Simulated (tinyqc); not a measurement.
Worked calculation: six-band hole subbands of a thin body in a field. Values are carried at full precision from step to step, so a last printed digit may differ when a step is redone from the rounded ones.

Constants: hbar^2/2m0 = 3.80998211 eV angstrom^2.

Parameters, chosen for this exercise (near those of a p-type Si channel; shifted at random, so the results belong to these values and not to a real crystal): S = (7.78, -2.16, 12.81) 1/TPa (compliances s11, s12, s44); sx = -1.5 GPa (stress along the channel [1-10], negative in compression); b = -2.14 eV (tetragonal potential); d = -4.85 eV (trigonal potential); g1 = 4.29 (Luttinger gamma1); g2 = 0.34 (gamma2); g3 = 1.45 (gamma3); face = 001 (surface); Dso = 0.043 eV (spin-orbit splitting); t = 90 angstrom (body thickness); F = 0.2 MV/cm (field across the body); kmax = 0.06 1/angstrom (end of the path).

## Strain and its block

exx = eyy = (s11 + s12) sx/2, ezz = s12 sx, exy = -s44 sx/4 (1 GPa/TPa = 1e-3). With e0 the traceless part, B_XX = 2b e0xx - b (e0yy + e0zz) and B_XY = sqrt(3) d exy.

strain:
```
           x          y         z
x  -0.004215   0.004804         0
y   0.004804  -0.004215         0
z          0          0  0.003240
```

B (eV):
```
          X         Y         Z
X   0.01595  -0.04035         0
Y  -0.04035   0.01595         0
Z         0         0  -0.03191
```

## Confinement masses without spin-orbit coupling

C(n n^T)/c has C_XX = (g1 + 4 g2) nx^2 + (g1 - 2 g2)(ny^2 + nz^2) and C_XY = 6 g3 nx ny, n the unit normal; its eigenvalues are the inverse masses along n.

C(n n^T)/c:
```
        X       Y       Z
X  3.6100       0       0
Y       0  3.6100       0
Z       0       0  5.6500
```

masses (m0): 0.2770  0.2770  0.1770

## The matrix for one sine at q = 0

Basis X, Y, Z times spin, hole energies counted downwards from the unstrained edge (the hydrostatic shift is left out), c = hbar^2/2m0. For a symmetric tensor T let C(T) have C_XX = L Txx + M (Tyy + Tzz), C_XY = N Txy (cyclic), L = c (g1 + 4 g2), M = c (g1 - 2 g2), N = 6 c g3. k = q + kz n, n the unit normal, q = k1 u + k2 v with u along the channel [1-10] and v = n x u. H = C(k k^T) + (Dso/3)(1 - L.sigma) - B + e F z with (L_k)_ij = -i epsilon_kij; B is the block C built from the traceless strain with 2b, -b and sqrt(3) d in place of L, M, N. Strain: exx = eyy = (s11 + s12) sx/2, ezz = s12 sx, exy = -s44 sx/4. Hard walls at z = 0 and t; basis sin(j pi z/t), j = 1 to Nz: kz^2 = (j pi/t)^2, kz = -i D with D_jl = 4 j l/(t (j^2 - l^2)), z_jj = t/2 and z_jl = -8 t j l/(pi (j^2 - l^2))^2 for j + l odd; 1 MV/cm = 0.01 eV/angstrom.

Nz = 1, in meV.

H (meV):
```
              X+            Y+      Z+            X-            Y-      Z-
X+        105.14  40.35+14.33i       0             0             0  -14.33
Y+  40.35-14.33i        105.14       0             0             0  14.33i
Z+             0             0  162.47         14.33       -14.33i       0
X-             0             0   14.33        105.14  40.35-14.33i       0
Y-             0             0  14.33i  40.35+14.33i        105.14       0
Z-        -14.33       -14.33i       0             0             0  162.47
```

## Its levels

Diagonalise; the levels come in pairs. Give each pair and its weights on X, Y, Z, summed over spin and averaged over the pair.

levels (meV): 60.93  137.66  174.16

weights:
```
   pair 1  pair 2  pair 3
X   0.493   0.361   0.146
Y   0.493   0.361   0.146
Z   0.014   0.277   0.709
```

## More sines

The four lowest pairs at q = 0.

Hole energies (meV):

| Nz | pair 1 | pair 2 | pair 3 | pair 4 |
|---|---|---|---|---|
| 1 | 60.93 | 137.66 | 174.16 | - |
| 2 | 45.10 | 122.86 | 127.39 | 161.26 |
| 4 | 43.28 | 114.73 | 121.44 | 160.13 |
| 8 | 43.26 | 114.66 | 121.42 | 160.12 |
| 16 | 43.26 | 114.66 | 121.42 | 160.12 |

One sine is 17.66 meV off in the top subband, since the field mixes the sines. The second pair lies 71.4 meV deeper.

## Dispersion of the top subband

Nz = 14; the two lowest levels (spin-split where the field breaks inversion), in meV from their value at q = 0.

Energies (meV):

| \|q\| (1/angstrom) | u a | u b | v a | v b | [100] a | [100] b |
|---|---|---|---|---|---|---|
| 0.015 | 5.56 | 6.10 | 0.33 | 0.40 | 2.93 | 3.31 |
| 0.030 | 21.94 | 23.09 | 1.33 | 1.46 | 11.90 | 12.69 |
| 0.045 | 46.17 | 47.66 | 2.93 | 3.06 | 26.32 | 27.58 |
| 0.060 | 70.32 | 72.19 | 5.03 | 5.13 | 44.77 | 46.50 |

From the mean of each pair in the first row, c q^2/E gives 0.15 m0 along u, 2.35 m0 along v and 0.28 m0 along [100]. The largest distance between a and b in the table is 1.87 meV.

## Checks

- Top level at q = 0 on (001) without field and stress against c (g1 - 2 g2)(pi/t)^2, eV: both 0.01676.
- Hermiticity, and E(q) against E(-q): they agree to 1e-10 or better.

Run: tinyqc, `OMP_NUM_THREADS=1 python tinyqc.py 1251467 1251468 out.jsonl`; Intel(R) Xeon(R) Processor @ 2.30GHz, one thread, shared host; about 0.3 s of CPU time with all checks.
